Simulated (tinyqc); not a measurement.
Silicon n-p-n transistor, Gummel numbers and transit times: one step of the calculation.

One-dimensional n-p-n transistor in the forward active mode at low injection. In the base p(x) = NB exp(-eta x/wb) and ni(x)^2 = ni^2 exp((g0 + g1 x/wb)/Vt); electrons leave the base at vsat; band spikes at the emitter junction and recombination inside the emitter are ignored.

Question. Gain, Early voltage and collector delay. ni = sqrt(Nc Nv) exp(-Eg/(2 Vt)), Eg in volts; GE = NE exp(-gE/Vt)(we/Dp + 1/Se); JC = J0 exp(VBE/Vt), J0 = q ni^2/GB; gain limited by back injection GE/GB, by base recombination tb/tauB, together 1/beta = the sum of the inverses; collector layer one-sided, Wc = sqrt(2 eps0 eps_r (Vbc + VCB)/(q NC)), Vbc = Vt ln(p(wb) NC/ni^2), Cjc = eps0 eps_r/Wc; Early voltage VA = GB q p(wb)/(f(wb) Cjc [1/Dn - (eta + g1/Vt)/(wb vsat)]), f(wb) = p(wb) exp(-(g0 + g1)/Vt), p(wb) = NB exp(-eta); tauC = Wc/(2 vsat).

Parameters, values chosen for the exercise; band and dielectric values close to those of silicon:

| symbol | value | unit | meaning |
|---|---|---|---|
| T | 300 | K | temperature |
| Eg | 1.13 | eV | band gap |
| eps_r | 11.9 |  | relative permittivity |
| Nc | 2.78e19 | cm^-3 | conduction-band density of states at T |
| Nv | 2.66e19 | cm^-3 | valence-band density of states at T |
| vsat | 1e7 | cm/s | saturation velocity |
| wb | 200 | nm | neutral base width |
| NB | 1.1e18 | cm^-3 | base doping at the emitter edge |
| eta | 2.2 |  | doping falls as exp(-eta x/wb) |
| g0 | 0 | eV | gap reduction at the emitter edge of the base |
| g1 | 0 | eV | further gap reduction across the base (linear) |
| Dn | 5.2 | cm^2/s | electron diffusion coefficient in the base |
| NE | 2e20 | cm^-3 | emitter doping |
| gE | 0.054 | eV | gap reduction in the emitter (negative: wider gap) |
| we | 260 | nm | neutral emitter width |
| Dp | 0.89 | cm^2/s | hole diffusion coefficient in the emitter |
| Se | 1e5 | cm/s | recombination velocity at the emitter contact |
| tb | 1e-7 | s | electron lifetime in the base |
| NC | 2.8e16 | cm^-3 | collector doping |
| VCB | 1.1 | V | collector-base reverse bias |

Constants: q = 1.602176634e-19 C, kB = 1.380649e-23 J/K, Vt = kB T/q, eps0 = 8.8541878128e-14 F/cm where lengths are in cm. Results are converted to the units shown.

GB = 1.7329452e12 s/cm^4
tauB = 21.687918 ps

Wanted: ni; GE; J0; GE/GB; tb/tauB; beta; Wc; Cjc; VA; tauC.

Answer.

ni = 8.768e9 cm^-3
GE = 9.712e14 s/cm^4
J0 = 7.107e-12 A/cm^2
GE/GB = 560.4
tb/tauB = 4611
beta = 499.7
Wc = 299.7 nm
Cjc = 0.3515 fF/um^2
VA = 43.56 V
tauC = 1.499 ps

The gain is limited more by back injection into the emitter. beta VA = 21800 V.

Range of the model: The collector doping exceeds a tenth of the base doping at that edge, so the collector layer reaches noticeably into the base. Heavy doping makes emitter or base degenerate; gE and g0 are to be read as apparent gap changes that include this.

tinyqc, about 0.01 s, one thread, Intel Xeon 2.30GHz (shared host): `OMP_NUM_THREADS=1 python tinyqc.py 2320133 2320134 out.jsonl`
